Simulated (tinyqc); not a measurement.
Off-state leakage of single and stacked transistors: two steps of the calculation.

n-channel devices of unit width. Subthreshold current I(Vg, Vs, Vd) = I0 (T/300 K)^0.5 exp[(Vg - Vs - VT(T) - gb (Vs - Vb) + dd (Vd - Vs))/(nf Vt)] (1 - exp(-(Vd - Vs)/Vt)), VT(T) = VT - cT (T - 300 K). Gate-edge tunnelling Ig (Vd/1 V) exp(ag (Vd - 1 V)), for a gate at 0 V, and band-to-band leakage Ab u exp(-Bb/u), u = Vd - Vb + 1 V, flow at a drain held at V; both are taken as independent of T. In a stack of off transistors (all gates at 0 V) the same subthreshold current passes through each.

Values chosen for this exercise; values of the order met in bulk silicon logic transistors: temperature T = 398 K; supply voltage V = 0.8 V; threshold at 300 K, zero drain and body bias VT = 0.44 V; fall of the threshold with temperature cT = 0.7 mV/K; current at threshold at 300 K I0 = 0.75 uA/um; slope factor nf = 1.37; drain-induced lowering per volt dd = 0.1; rise of the threshold per volt of source-body bias gb = 0.11; gate-edge tunnelling current at 1 V Ig = 2e-5 uA/um; exponential slope of the gate current ag = 5.8 1/V; prefactor of band-to-band leakage at the drain Ab = 100 uA/(um V); its exponential voltage Bb = 29 V; body voltage Vb = 0 V.

Constants: q = 1.602176634e-19 C, kB = 1.380649e-23 J/K, Vt = kB T/q. Results are converted to the units shown.

Problem 1. Leakage of one transistor. Vg = Vs = 0, Vd = V; effective threshold VT(T) - gb Vb - dd V.

Find: effective threshold; parts; total; shares.

Solution 1.

effective threshold = 0.29140 V
parts (nA/um): subthreshold 1.7501, gate edge 0.0050158, band-to-band 0.018126
total = 1.7732 nA/um
shares (%): subthreshold 98.695, gate edge 0.28286, band-to-band 1.0222

The subthreshold part is the largest.

Problem 2. New Vx. Stack of two, Vx the node between them: I_low = I(0, 0, Vx), I_up = I(0, Vx, V), f = ln(I_up/I_low), f' = -(1 + gb + 2 dd)/(nf Vt) - 1/(Vt (exp(Vx/Vt) - 1)) - 1/(Vt (exp((V - Vx)/Vt) - 1)), Vx(new) = Vx - f/f'.

Vx after iteration 1 = 0.066528638 V

Find: I_low; I_up; f; f'; Vx after iteration 2.

Solution 2.

I_low = 0.31458 nA/um
I_up = 0.31551 nA/um
f = 0.0029522
f' = -32.775 1/V
Vx after iteration 2 = 0.066619 V

Numbers from tinyqc (`OMP_NUM_THREADS=1 python tinyqc.py 2242130 2242131 out.jsonl`; about 0.03 s on one thread of a shared Intel Xeon 2.30GHz).
